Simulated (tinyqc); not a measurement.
Velocity overshoot from momentum and energy balance equations after a field step. From one set of inputs to another, one input at a time. Computed by tinyqc, a small Python program. Command: `OMP_NUM_THREADS=1 python tinyqc.py 3029617 3029618 out.jsonl overshoot ladder`. One thread of a shared host (Intel(R) Xeon(R) Processor @ 2.30GHz), about 0.03 s of CPU time with the checks.

At t = 0 the field jumps from 0 to F in a uniform sample. v is the drift velocity and u = w - (3/2) k_B T the excess energy per carrier.

The inputs printed are set A. Set A is modelled on electrons in 4H-SiC except for tau_E; the values taken over come from a set modelled on electrons in germanium except for tau_E. Inputs not listed in the table keep their values of set A, so the rows need not describe a real material.

Inputs (values chosen for the exercise, modelled on electrons in 4H-SiC except for tau_E): effective mass m = 0.34 m_0; low-field mobility mu_0 = 850 cm^2/(V s); saturation velocity v_s = 2 1e7 cm/s; energy relaxation time tau_E = 0.23 ps; field after the step F = 17 kV/cm; lattice temperature T = 300 K; time step dt = 12 fs.

Scheme: implicit in the damping.

Constants: m_0 = 9.1093837015e-31 kg; e = 1.602176634e-19 C; k_B = 8.617333262e-05 eV/K.

Method:
- dv/dt = e F/m - v/tau_m(u), du/dt = e F v - u/tau_E, tau_m(u) = tau_0/(1 + c u), tau_0 = m mu_0/e, c = mu_0/(e tau_E v_s^2); this choice gives the steady state v (1 + mu_0 F v/v_s^2) = mu_0 F, which saturates at v_s. Steady velocity v = 2 mu_0 F/(1 + sqrt(1 + 4 (mu_0 F/v_s)^2)); u = e F v tau_E; carrier temperature T + 2u/(3 k_B), neglecting the drift energy m v^2/2.
- Step: v_new = (v + dt e F/m)/(1 + dt/tau_m(u)), u_new = (u + dt e F v_new)/(1 + dt/tau_E). Start v = u = 0; the distance adds dt (v + v_new)/2.
- Run to 8 times the larger of tau_E and tau_0, but at most 20001 steps, and stop early if |v| > 1000 v_s or u < -1/(2c); the run is accepted if the last v is within 0.5 % of the steady value.

Each row keeps all changes above it:
```
input moved                           from    to  peak velocity (1e7 cm/s)  peak over steady velocity  steady carrier temperature (K)
set A                                    -     -                     1.122                      1.071                           617.1
saturation velocity v_s (1e7 cm/s)       2  0.65                     0.724                      1.393                           457.3
effective mass m (m_0)                0.34  0.12                     0.867                      1.666                           457.3
field after the step F (kV/cm)          17   1.6                     0.132                      1.012                           303.7
low-field mobility mu_0 (cm^2/(V s))   850  3900                     0.422                      1.070                           311.2
energy relaxation time tau_E (ps)     0.23  0.37                     0.443                      1.123                           318.1
```

Peak velocity goes from 1.12 to 0.443, a factor 0.395 in all. The largest single move comes from field after the step F (a factor 0.152), and low-field mobility mu_0 works against it (a factor 3.19). Peak over steady velocity goes from 1.07 to 1.12, a factor 1.05 in all. The largest single move comes from field after the step F (a factor 0.607), but it runs against the net change; the largest move in the direction of the net change is saturation velocity v_s (a factor 1.30). Steady carrier temperature goes from 617 to 318, a factor 0.515 in all. The largest single move comes from field after the step F (a factor 0.664). The single moves hold for this order of the switches; the total does not depend on the order.

Extremes, crossings and ranges named in words are read from the listed rows.
